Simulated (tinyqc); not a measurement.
From results back to parameters: donor level screened by free carriers (Yukawa potential). Four cases, with inputs chosen for the exercise.

Problem. With Debye screening alone, ks^2 = 4 pi q n/(eps kB T), 1e18/cm^3 = 1e-6/angstrom^3. The converged binding was computed from a hidden density.

Potential -(q/(eps r)) exp(-ks r), q = e^2/(4 pi eps0). In units Ry* = Ry m/eps^2 and a* = a0 eps/m the problem is [-Laplacian - 2 exp(-x r)/r] psi = E psi with x = ks a*.

Converged values use 18 functions exp(-z r), z = 1.55^i, i = -11 to 6: S = 2/A^3, H = z_i z_j S - 2/(A + x)^2, A = z_i + z_j.

Constants: e^2/(4 pi eps0) = 14.39964547 eV angstrom; kB = 8.617333262e-05 eV/K.

Case 1.

Values chosen (out of a larger set: near those of a donor in 4H SiC, with one mean mass; not measured data): eps = 9.7 (dielectric constant); T = 400 K (temperature).

Ry* = 58.420 meV
a* = 12.71 angstrom
binding = 19.6554 meV

Case 2.

Values chosen (out of a larger set: near those of a donor in 4H SiC, with one mean mass; not measured data): eps = 9.9 (dielectric constant); T = 400 K (temperature).

Ry* = 53.862 meV
a* = 13.50 angstrom
binding = 25.9892 meV

Case 3.

Values chosen (out of a larger set: near those of a donor in InP, with one mean mass; not measured data): eps = 12.2 (dielectric constant); T = 400 K (temperature).

Ry* = 7.313 meV
a* = 80.70 angstrom
binding = 2.3078 meV

Case 4.

Values chosen (out of a larger set: near those of a donor in InP, with one mean mass; not measured data): eps = 12.2 (dielectric constant); T = 200 K (temperature).

Ry* = 7.039 meV
a* = 83.84 angstrom
binding = 2.3074 meV

Find: x; n.

Solution. The binding in Ry* falls steadily with x, so bisection gives x; then n = (x/a*)^2 eps kB T/(4 pi q).

Case 1.

x = 0.458
n = 2.4 x 1e18/cm^3

Case 2.

x = 0.326
n = 1.1 x 1e18/cm^3

Case 3.

x = 0.479
n = 0.082 x 1e18/cm^3

Case 4.

x = 0.467
n = 0.036 x 1e18/cm^3

Computed by tinyqc, one run a case: `OMP_NUM_THREADS=1 python tinyqc.py N N+1 out.jsonl` with N = 1251473, 1251521, 1251522, 1251553; one thread of a shared Intel(R) Xeon(R) Processor @ 2.30GHz, about 0.01 s a run at most.
